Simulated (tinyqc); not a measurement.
Changing the heavy mass M: three-phonon processes in a diatomic chain: dispersion, energy and momentum conservation, and decay channels of optical phonons. Computed by tinyqc, a small Python program. Command: `OMP_NUM_THREADS=1 python tinyqc.py 3120320 3120321 out.jsonl threeph sweep`. One thread of a shared host (Intel(R) Xeon(R) Processor @ 2.30GHz), about 0.01 s of CPU time with the checks.

Cell length a, two atoms, one spring constant. x = q a/pi runs from -1 to 1; A and O are the acoustic and optical branches. Matrix elements are not computed: only conservation laws and occupation factors are followed.

Inputs (values chosen for the exercise, for a model chain): light mass m = 69.7 u; spring constant k = 4.1 eV/angstrom^2.

Constants: nu for 1 eV/(angstrom^2 u) = 15.6333042 THz.

Method. omega^2 = k (1/m + 1/M) -/+ k sqrt((1/m + 1/M)^2 - 4 sin^2(pi x/2)/(m M)); nu = 15.6333042 THz x sqrt(omega^2) for eV/(angstrom^2 u). Acoustic top sqrt(2 k/M), optical bottom sqrt(2 k/m), optical top sqrt(2 k (1/m + 1/M)).

One run for each value; columns: (1) heavy mass M (u); (2) optical top over twice the acoustic top; (3) optical bottom over twice the acoustic top; (4) optical width over acoustic top; (5) acoustic top (THz):
```
(1)       (2)     (3)      (4)     (5)
73.2   0.7159  0.5124  0.40706  5.2324
90.6   0.7583  0.5701  0.37642  4.7032
112.0  0.8073  0.6338  0.34696  4.2301
139.0  0.8652  0.7061  0.31821  3.7971
174.0  0.9349  0.7900  0.28987  3.3938
202.0  0.9872  0.8512  0.27198  3.1498
244.0  1.0607  0.9355  0.25047  2.8659
314.0  1.1731  1.0613  0.22377  2.5263
418.0  1.3226  1.2245  0.19631  2.1896
```

Describe the trends.

Over the rows, optical top over twice the acoustic top rises from 0.716 to 1.32 (exponent d ln y / d ln x 0.27 between the first rows and 0.42 between the last); optical bottom over twice the acoustic top rises from 0.512 to 1.22 (exponent d ln y / d ln x about 0.50 throughout); optical width over acoustic top falls from 0.407 to 0.196 (exponent d ln y / d ln x -0.37 between the first rows and -0.46 between the last).
